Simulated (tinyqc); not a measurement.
Inside a calculation. Method: RHF in the sto-3g basis, for H3+, spin multiplicity 1. One step of it, computed by the program tinyqc.

Problem. Iteration 1: building the Fock matrix. J_ij = sum D_kl (ij|kl), K_ij = sum D_kl (ik|jl); F = H + J - 0.5 K; E = tr D H + tr D J / 2 - 0.25 tr D K + E_nn.

D at the start, order 1H 1s, 2H 1s, 3H 1s:
```
[[0.427527, 0.427527, 0.427567],
 [0.427527, 0.427527, 0.427567],
 [0.427567, 0.427567, 0.427607]]
```

core Hamiltonian H = T + V (hartree), order 1H 1s, 2H 1s, 3H 1s:
```
[[-1.197724, -0.468312, -0.468356],
 [-0.468312, -1.197724, -0.468356],
 [-0.468356, -0.468356, -1.197741]]
```

Two-electron integrals (ij|kl) in chemists' order, unique and non-zero (hartree):
```
(11|11) 0.774606   (21|11) 0.152529   (21|21) 0.044978   (22|11) 0.358604
(22|21) 0.152529   (22|22) 0.774606   (31|11) 0.152547   (31|21) 0.038231
(31|22) 0.108417   (31|31) 0.044987   (32|11) 0.108417   (32|21) 0.038231
(32|22) 0.152547   (32|31) 0.038234   (32|32) 0.044987   (33|11) 0.358619
(33|21) 0.108411   (33|22) 0.358619   (33|31) 0.152547   (33|32) 0.152547
(33|33) 0.774606
```

nuclear repulsion = 1.10248637 hartree

Give: Coulomb J; exchange K; Fock matrix F; total energy of this density.

Solution.

Coulomb J (hartree), order 1H 1s, 2H 1s, 3H 1s:
```
[[0.9914, 0.2806, 0.2807],
 [0.2806, 0.9914, 0.2807],
 [0.2807, 0.2807, 0.9915]]
```

exchange K (hartree), order 1H 1s, 2H 1s, 3H 1s:
```
[[0.6632, 0.4447, 0.4448],
 [0.4447, 0.6632, 0.4448],
 [0.4448, 0.4448, 0.6633]]
```

Fock matrix F (hartree), order 1H 1s, 2H 1s, 3H 1s:
```
[[-0.5379, -0.4100, -0.4101],
 [-0.4100, -0.5379, -0.4101],
 [-0.4101, -0.4101, -0.5379]]
```

total energy of this density = -1.137342 hartree
